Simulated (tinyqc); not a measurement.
# Floating body of a partially depleted SOI transistor: body voltage and kink, step by step

Program tinyqc, `OMP_NUM_THREADS=1 python tinyqc.py 2182058 2182059 out.jsonl`; Intel Xeon 2.30GHz, shared host, one thread, about 0.2 s. Printed values are rounded.

Source at 0 V. Channel current Ic = 2 nf K Vt^2 [F(0) - F(Vd)](1 + la Vd), F(V) = ln^2(1 + exp((Vg - VT - nf V)/(2 nf Vt))), VT = VT0 - gb Vb. Saturation voltage Vs = 2 Vt sqrt(F(0)) + 3 Vt, excess Ve = (Vd - Vs + sqrt((Vd - Vs)^2 + 0.0004 V^2))/2, multiplication M1 = Ai Ve exp(-Bl/Ve). Each junction passes D(v) = J1 (exp(v/Vt) - 1) + J2 (exp(v/(2 Vt)) - 1). Bipolar current Ib = bb J1 (exp(Vb/Vt) - 1). The body settles where M1 (Ic + Ib) = D(Vb) + D(Vb - Vd) + Vb/Rb; drain current Id = (1 + M1)(Ic + Ib) - D(Vb - Vd).

Parameters, values chosen for the exercise; values of the order met in partially depleted silicon-on-insulator transistors:
- T = 300 K (temperature)
- VT0 = 0.54 V (threshold at zero body voltage)
- gb = 0.3 (fall of the threshold per volt of body voltage)
- nf = 1.48 (slope factor)
- K = 110 uA/(V^2 um) (gain factor per width)
- la = 0.04 1/V (channel-length modulation factor)
- Ai = 3.58 1/V (impact-ionisation prefactor)
- Bl = 5 V (impact-ionisation voltage)
- J1 = 1.1e-12 uA/um (diffusion saturation current of each junction)
- J2 = 2.1e-9 uA/um (recombination saturation current of each junction)
- bb = 3 (gain of the lateral bipolar transistor on the diffusion current)
- Rb = 1e9 kohm um (resistance of a weak body tie to the source (1e9 stands for no tie, and the term is then dropped))
- Vg = 0.97 V (gate voltage)
- Vd = 2.1 V (drain voltage)

Constants: q = 1.602176634e-19 C, kB = 1.380649e-23 J/K, Vt = kB T/q. Results are converted to the units shown.

Range of the model: The multiplication law is an empirical form chosen for the exercise; self-heating and capacitive coupling to the body are left out, and the linear laws are rough once Vb passes about 0.7 V or M1 about 0.1.

## Starting value

Vb = 0.7 V.

Vb at the start = 0.7 V

## Iteration 1: new Vb

Current into the body I_in = M1 (Ic + Ib) - D(Vb - Vd), current out I_out = D(Vb) + Vb/Rb; f = ln(I_in/I_out), s = df/dVb by central differences over 1e-5 V, Vb(new) = Vb - f/s.

Ic = 16.5012 uA/um
Ve = 1.59006 V
M1 = 0.245270
I_in = 4.51244 uA/um
I_out = 0.633822 uA/um
f = 1.96283
s = -34.3329 1/V
Vb after iteration 1 = 0.757170 V

## Iteration 2: new Vb

As before.

Ic = 17.3972 uA/um
Ve = 1.57848 V
M1 = 0.237928
I_in = 8.25895 uA/um
I_out = 5.77640 uA/um
f = 0.357516
s = -19.4483 1/V
Vb after iteration 2 = 0.775553 V

## Iteration 3: new Vb

As before.

Ic = 17.6904 uA/um
Ve = 1.57475 V
M1 = 0.235594
I_in = 12.4739 uA/um
I_out = 11.7590 uA/um
f = 0.0590248
s = -13.1478 1/V
Vb after iteration 3 = 0.780043 V

## Course of the iteration

Stop when the step is below 1e-10 V, or after 40 iterations.

Course of the iteration:
```
iteration  Vb before the step (V)  step (V)
1                             0.7    0.0572
2                        0.757170    0.0184
3                        0.775553   4.49e-3
4                        0.780043   2.66e-4
5                        0.780309   9.02e-7
6                        0.780310  1.03e-11
```

Converged in 6 iterations.

## Drain current with floating and with grounded body

converged Vb = 0.780310 V

Id and VT at the converged Vb, Id at Vb = 0, their ratio, and the bipolar share Ib/(Ic + Ib).

VT = 0.305907 V
Id, floating = 74.2783 uA/um
Id, grounded = 10.0350 uA/um
ratio = 7.40193
bipolar share = 70.4602 %

The body rises to 0.780 V and lowers the threshold by 234 mV.
